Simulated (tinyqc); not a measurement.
Width of the well: exciton in a hard-walled quantum well (variational).

Electron and hole in the lowest states cos(pi z/L) of a hard-walled well; relative motion in the plane exp(-rho/lam). E(lam) = c/(mu lam^2) - (q/eps) <1/r>, <1/r> = integral over k from 0 to infinity of F(kL) (1 + (k lam/2)^2)^(-3/2), F(x) = [3x + 8 pi^2/x - 32 pi^4 (1 - exp(-x))/(x^2 (x^2 + 4 pi^2))]/(x^2 + 4 pi^2); c = hbar^2/2m0, q = e^2/(4 pi eps0). E is counted from the subband edge.

Constants: hbar^2/2m0 = 3.80998211 eV angstrom^2; e^2/(4 pi eps0) = 14.39964547 eV angstrom.

Inputs chosen for the exercise (out of a larger set: near those of InGaAs; not measured data): eps = 14.1 (dielectric constant); Ls = (36, 68, 117, 284, 446, 848, 1228) angstrom (widths).

mu = 0.030673 m0
Ry* = 2.0991 meV
a* = 243.254 angstrom

The minimum for each width. The strength per area goes as |phi(0)|^2 = 2/(pi lam^2), listed relative to the strict two-dimensional value.

Results:
```
L (angstrom)  L/a*  lam (angstrom)  binding (meV)  in Ry*  strength
36            0.15           143.8           7.01   3.340     0.715
68            0.28           158.4           6.27   2.987     0.590
117           0.48           176.8           5.50   2.618     0.473
284           1.17           223.5           4.09   1.947     0.296
446           1.83           258.1           3.38   1.610     0.222
848           3.49           324.8           2.47   1.178     0.140
1228          5.05           375.0           2.02   0.963     0.105
```

What can be read from this table?

The binding falls from 3.34 to 0.96 Ry*. It drops below the bulk value Ry* between 848 and 1228 angstrom, which is a failure of the trial function: it has no correlation along z, so it cannot reach the bulk limit. Even at L = 0.15 a* only 84 % of the two-dimensional limit is reached. With finite barriers the binding would peak at some width and fall again as the carriers leak out.

Program tinyqc; command `OMP_NUM_THREADS=1 python tinyqc.py 1252589 1252590 out.jsonl`; about 0.02 s on one thread of a shared Intel(R) Xeon(R) Processor @ 2.30GHz.
